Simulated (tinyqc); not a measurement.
What each parameter does: shallow donor in an anisotropic valley (effective-mass theory).

One valley: H = -c [(d2/dx2 + d2/dy2)/mt + (d2/dz2)/ml] - q/(eps r), c = hbar^2/2m0, q = e^2/(4 pi eps0). Trial function exp(-sqrt((x^2 + y^2)/a^2 + z^2/b^2)) with a > b: T = (c/3)(2/(mt a^2) + 1/(ml b^2)), V = -(q/eps) atan(u/b)/u, u = sqrt(a^2 - b^2). The central cell of the impurity is left out.

Constants: hbar^2/2m0 = 3.80998211 eV angstrom^2; e^2/(4 pi eps0) = 14.39964547 eV angstrom.

Parameters, chosen for this exercise (out of a larger set: near those of a group-V donor in Si; not measured data): ml = 0.93 m0 (longitudinal mass); mt = 0.193 m0 (transverse mass); eps = 11.3 (dielectric constant).

The minimum of the trial energy. Each row changes one parameter from the base and keeps the others.

Results:

| case | E (meV) | a (angstrom) | b (angstrom) | b/a |
|---|---|---|---|---|
| base | -32.20 | 23.18 | 13.31 | 0.574 |
| ml = 0.744 m0 | -30.49 | 24.02 | 14.91 | 0.621 |
| mt = 0.212 m0 | -34.58 | 21.42 | 12.71 | 0.593 |
| eps = 12.4 | -26.74 | 25.43 | 14.61 | 0.574 |

The largest shifts from the base row, up to three for each result and ties (the steps differ in size, so this ranks the rows, not the parameters). E (meV): eps +5.46, mt -2.38, ml +1.72. a (angstrom): eps +2.26, mt -1.76, ml +0.84. b (angstrom): ml +1.60, eps +1.30, mt -0.60. b/a: ml +0.047, mt +0.019; unchanged at the printed digits by eps. eps only rescales the solution (E as 1/eps^2, lengths as eps), so b/a depends on ml/mt alone.

tinyqc: `OMP_NUM_THREADS=1 python tinyqc.py 1280475 1280476 out.jsonl`; about 0.01 s, one thread, shared Intel(R) Xeon(R) Processor @ 2.30GHz.
